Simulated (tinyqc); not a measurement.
Plane-wave Kohn-Sham cycle with exchange-only LDA in a layered model solid, step by step. Computed by tinyqc, a small Python program that keeps every step. Settings: points = 16, plane-wave index or count = 3, electrons = 4, k points = 4, area = 12.0, mixing = 0.8, iteration cap = 65. Command: `OMP_NUM_THREADS=1 python tinyqc.py 27456 27457 out.jsonl` (the two numbers bound the seeds that draw the settings). One thread of a shared host (Intel(R) Xeon(R) Processor @ 2.60GHz), about 0.03 s of CPU time with the checks.

A solid whose potential varies along x alone (atomic units):
```
parameter                      value
period a                   13.300000
cross-section of the cell  12.000000
electrons per cell                 4
grid points                       16
plane waves -n..n, n               3
k points                           4
V1 in V1 cos(2 pi x/a)     -0.310000
V2 in V2 cos(4 pi x/a)      0.110000
```

Stop when sqrt(dV sum R^2) is below 1e-8, dV = a A/N.

Course of the cycle:
```
iteration  E (hartree)  norm of the residual
1            -1.168581              2.38e-01
2            -2.987583              5.09e-01
3            -5.663054              5.63e-01
4            -4.430822              5.53e-01
5            -5.493520              5.52e-01
6            -4.414108              5.52e-01
7            -5.488545              5.52e-01
8            -4.414737              5.52e-01
9            -5.488882              5.52e-01
10           -4.414706              5.52e-01
11           -5.488875              5.52e-01
...                ...                   ...
55           -5.488875              5.52e-01
56           -4.414707              5.52e-01
57           -5.488875              5.52e-01
58           -4.414707              5.52e-01
59           -5.488875              5.52e-01
60           -4.414707              5.52e-01
61           -5.488875              5.52e-01
62           -4.414707              5.52e-01
63           -5.488875              5.52e-01
64           -4.414707              5.52e-01
65           -5.488875              5.52e-01
```

Can the last value be used, and what does the course show?

Not by the stop rule. Not converged within 65 iterations: the residual has stopped falling: the iteration swings between two states. Reruns (cap 100 unless said): mixing 0.1: not converged; mixing 0.5, Kerker q0 1.0: converged in 38 (E = -0.81542); mixing 0.3, Pulay depth 5: converged in 16 (E = -0.81542); the original settings with a cap of 400: not converged.
